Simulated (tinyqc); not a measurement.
Two-valley model of the transferred-electron effect: one step, computed by the program tinyqc. Command: `OMP_NUM_THREADS=1 python tinyqc.py 3017312 3017313 out.jsonl gunn walk`. One thread of a shared host (Intel(R) Xeon(R) Processor @ 2.30GHz), about 0.01 s of CPU time with the checks.

Both kinds of valley share one electron temperature T_e, and each has a constant mobility.

Question. Equilibrium. Density-of-states ratio R = Z (m2/m1)^(3/2); n2/n1 = R exp(-dE/(k_B T_e)); mean mobility mu = (mu1 + mu2 n2/n1)/(1 + n2/n1); energy balance e mu F^2 = (3/2) k_B (T_e - T)/tau_E; v = mu F.

Inputs (values chosen for the exercise, modelled on GaN): central-valley mass m1 = 0.2 m_0; satellite-valley mass m2 = 0.43 m_0; satellite valleys Z = 6; valley separation dE = 1.2 eV; central-valley mobility mu1 = 1100 cm^2/(V s); satellite-valley mobility mu2 = 59 cm^2/(V s); lattice temperature T = 250 K.

Solver: bisection.

Constants: k_B = 8.617333262e-05 eV/K.

Give: R; n2/n1 without field; low-field mobility.

Answer.

R = 18.92

n2/n1 without field = 1.219e-23

low-field mobility = 1100 cm^2/(V s)

dE is 55.7 k_B T, so the satellites are empty without field.
